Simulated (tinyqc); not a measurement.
# Gap voltage and exponent from three temperatures

Question. At constant current VBE(T) = Vg0 - a T - eta (kB T/q) ln T, where a is a constant. Find Vg0, eta and dVBE/dT at the middle temperature.

Constants: q = 1.602176634e-19 C, kB = 1.380649e-23 J/K. Results are converted to the units shown.

T (K): [300, 360, 390]
VBE at a constant current (V): [0.7585116981, 0.6569490654, 0.6050676780]

Solution. The relation is linear in Vg0, a and eta, so three points give a linear system; the slope is (VBE - Vg0 - eta kB T/q)/T. eta rests on the curvature of VBE(T) alone, so real fits need accuracy of some tens of microvolts or better.

Vg0 = 1.17 V
eta = 3.30
dVBE/dT = -1.72 mV/K

Program tinyqc, `OMP_NUM_THREADS=1 python tinyqc.py 2062068 2062069 out.jsonl`; Intel Xeon 2.30GHz, shared host, one thread, about 0.02 s.
